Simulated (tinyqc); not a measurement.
# Permittivity and interface capacitance from two thicknesses

Question. 1/C = t/(eps0 ek) + 2/ci for planar capacitors that differ only in thickness. Find ek, ci and the EOT of the interfaces, 2 x 3.9 eps0/ci.

Constants: eps0 = 8.8541878128e-14 F/cm where lengths are in cm. Results are converted to the units shown.

C at t = 10 and 31 nm (uF/cm^2): [2.3656354, 0.77620172]

Solution. 1/C is a straight line in t: the slope gives ek and the intercept 2/ci. A single thickness would give only the effective permittivity; when the interfaces are a small part of 1/C, ci needs very accurate data.

ek = 27.4
ci = 190 uF/cm^2
EOT of the interfaces = 0.0363 nm

tinyqc, about 0.01 s, one thread, Intel Xeon 2.30GHz (shared host): `OMP_NUM_THREADS=1 python tinyqc.py 2102144 2102145 out.jsonl`
